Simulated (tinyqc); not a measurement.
Bound state in one dimension: Numerov shooting, finite differences, DVR, step by step. Computed by tinyqc, a small Python program that keeps every step. Settings: points = 96. Command: `OMP_NUM_THREADS=1 python tinyqc.py 27551 27552 out.jsonl` (the two numbers bound the seeds that draw the settings). One thread of a shared host (Intel(R) Xeon(R) Processor @ 2.60GHz), about 0.01 s of CPU time with the checks.

## Numerov steps at E = 0.1

One particle of mass 1 in V = 9.65 (1 - exp(-0.47 x))^2 (atomic units), psi = 0 at both ends:
```
parameter                 value
left end              -1.600000
right end                     7
intervals                    96
h                      0.089583
state sought (nodes)          2
```

k_i = 2 m (E - V_i); (1 + h^2 k_(i+1)/12) y_(i+1) = 2 (1 - 5 h^2 k_i/12) y_i - (1 + h^2 k_(i-1)/12) y_(i-1), from y_0 = 0, y_1 = 0.001.

Points along the way:
```
i           x          V           k         y
0   -1.600000  12.131741  -24.063482  0.000000
1   -1.510417  10.312953  -20.425907  0.001000
2   -1.420833   8.707777  -17.215554  0.002161
3   -1.331250   7.296209  -14.392418  0.003620
4   -1.241667   6.059976  -11.919953  0.005496
5   -1.152083   4.982389   -9.764779  0.007897
32   1.266667   1.942169   -3.684338  0.292944
33   1.356250   2.143991   -4.087982  0.336539
34   1.445833   2.346857   -4.493715  0.391231
35   1.535417   2.549970   -4.899939  0.460109
36   1.625000   2.752622   -5.305243  0.547182
37   1.714583   2.954193   -5.708387  0.657686
```

## Bisection on the node count

With more sign changes than the state has nodes (the last point included) the energy is too high, else too low; the bracket starts as 0.1 to 10.

Trials:
```
trial           E  sign changes  y at the right end   next
1      5.05000000             3           -8.97e+01  lower
2      2.57500000             1           -3.25e+04  raise
3      3.81250000             2            2.39e+03  raise
4      4.43125000             2            5.97e+01  raise
5      4.74062500             3           -1.07e+02  lower
6      4.58593750             3           -6.28e+01  lower
7      4.50859375             3           -1.39e+01  lower
8      4.46992187             2            1.94e+01  raise
9      4.48925781             2            1.90e+00  raise
10     4.49892578             3           -6.22e+00  lower
11     4.49409180             3           -2.21e+00  lower
12     4.49167480             3           -1.68e-01  lower
13     4.49046631             2            8.63e-01  raise
14     4.49107056             2            3.47e-01  raise
...           ...           ...                 ...    ...
28     4.49147761             2            4.00e-06  raise
29     4.49147762             3           -1.17e-05  lower
30     4.49147761             3           -3.85e-06  lower
```

eigenvalue = 4.49147761 hartree

## The same grid by other methods

Three-point finite differences and the sine-DVR kinetic matrix of Colbert and Miller on the same points.

Lowest levels (hartree):
```
state  finite differences       DVR
0                1.005507  1.006470
1                2.852698  2.856703
2                4.483043  4.491508
3                5.895001  5.907821
4                7.084819  7.100663
```
